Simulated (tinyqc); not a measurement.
Oscillation of the Fermi level: Landau levels of a parabolic two-dimensional band.

E(N, s) = (N + 1/2) hbar wc + s gs muB B with s = +/-1/2.

In a field B along z: l = 1/sqrt((e/hbar) B) is the magnetic length, n_B = B/(h/e) the number of states per area in one level, hbar wc = 2 muB B/m for mass m in m0; 1/angstrom^2 = 1e16/cm^2.

Each listed level takes n_B electrons. At zero temperature and without broadening EF sits in the partly filled level.

Constants: hbar^2/2m0 = 3.80998211 eV angstrom^2; e/hbar = 1.519267448e-05 1/(T angstrom^2); h/e = 413566.7697 T angstrom^2; muB = 5.788381798e-05 eV/T.

Parameters, chosen for this exercise (near those of a two-dimensional electron gas in InGaAs; not measured data):
- m = 0.0418 m0 (mass)
- gs = -4.76 (g factor)
- gv = 1 (valleys)
- n = 5.7 x 1e11/cm^2 (electron sheet density)
- Bo = (4.14, 4.63, 5.27, 6.1, 7.25, 8.94, 11.6, 16.7, 29.5) T (fields)

Fixed density, zero temperature, no broadening. At B = 0, EF = 2 pi c n/(m gv) with c = hbar^2/2m0.

Filling:
```
B (T)    nu  partly filled level  EF (meV)  filled share
4.14   5.69                   2-     29.24          0.69
4.63   5.09                   2-     32.70          0.09
5.27   4.47                   2+     35.76          0.47
6.10   3.86                   1-     26.18          0.86
7.25   3.25                   1-     31.12          0.25
8.94   2.64                   1+     35.91          0.64
11.6   2.03                   1+     46.59          0.03
16.7   1.41                   0-     25.43          0.41
29.5   0.80                   0+     36.79          0.80
```

EF at B = 0 = 32.64 meV

What does the comparison show?

EF runs between 25.4 and 46.6 meV around its zero-field value of 32.6 meV. It follows a level while that level empties and falls to the next one down when nu passes a filled shell; the partly filled level changes 5 times in this table.

(tinyqc, `OMP_NUM_THREADS=1 python tinyqc.py 1250553 1250554 out.jsonl`, Intel(R) Xeon(R) Processor @ 2.30GHz, 1 thread, shared host, about 0.01 s.)
